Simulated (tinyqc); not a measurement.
Admittance spectroscopy of a deep trap: two steps of the calculation.

Schottky contact on an n-type layer with shallow donors Nd (all ionised) and a donor-like deep trap, neutral when filled and positive when empty; depletion approximation. Traps within lam of the depletion edge stay filled. The traps at xt = W - lam, where the level crosses the Fermi level, follow a slow signal and not a fast one. w = 2 pi f.

Parameters, values chosen for the exercise; material values close to those of gallium nitride:
- eps_r = 9.69 (relative permittivity)
- Nc = 2.3e18 cm^-3 (conduction-band density of states at 300 K)
- vth = 2.6e7 cm/s (thermal velocity at 300 K)
- Nd = 1.4e16 cm^-3 (shallow donor density)
- Vbi = 1.1 V (built-in voltage)
- Et = 0.24 eV (depth of the trap below the conduction edge)
- sn = 2.3e-14 cm^2 (capture cross-section)
- Nt = 1.8e16 cm^-3 (trap density)
- Vr = 0 V (reverse bias)
- f = 2300 Hz (signal frequency)
- T = 158 K (temperature)

Constants: q = 1.602176634e-19 C, kB = 1.380649e-23 J/K, eps0 = 8.8541878128e-14 F/cm where lengths are in cm. Results are converted to the units shown.

Problem 1. Widths and limiting capacitances. lam = sqrt(2 eps0 eps_r (EF - ET)/(q Nd)), EF - ET = Et - (kB T/q) ln(Nc(T)/Nd), Nc(T) = Nc (T/300 K)^1.5. In the steady state at the band bending V, 2 eps0 eps_r V/q = Nd W^2 + Nt (W - lam)^2 (the second term only if W > lam). V = Vbi + Vr. C_HF = eps0 eps_r/W, C_LF = eps0 eps_r (Nd + Nt)/(Nd W + Nt xt).

Wanted: lam; W; xt; C_HF; C_LF.

Solution 1.

lam = 118.5 nm
W = 249.3 nm
xt = 130.8 nm
C_HF = 34.41 nF/cm^2
C_LF = 46.98 nF/cm^2

The step is 36.5 % of C_HF.

Problem 2. Admittance at the signal frequency. Emission rate en = sn vth(T) Nc(T) exp(-Et/kB T) = sn g T^2 exp(-Et/kB T), g = vth Nc/(300 K)^2, as vth goes as T^0.5 and Nc as T^1.5 (degeneracy factor 1). Inflection frequency w0 = 2 en [1 + Nt xt/(Nd W)]; C = C_HF + (C_LF - C_HF)/(1 + (w/w0)^2), G/w = (C_LF - C_HF)(w/w0)/(1 + (w/w0)^2).

W = 249.31384 nm
xt = 130.78900 nm
C_HF = 34.413285 nF/cm^2
C_LF = 46.975133 nF/cm^2

Wanted: en; w0/(2 pi); C; G/w.

Solution 2.

en = 8436 1/s
w0/(2 pi) = 4496 Hz
C = 44.37 nF/cm^2
G/w = 5.093 nF/cm^2

The signal lies near the inflection, where the loss is largest.

tinyqc, about 0.01 s, one thread, Intel Xeon 2.30GHz (shared host): `OMP_NUM_THREADS=1 python tinyqc.py 2050065 2050066 out.jsonl`
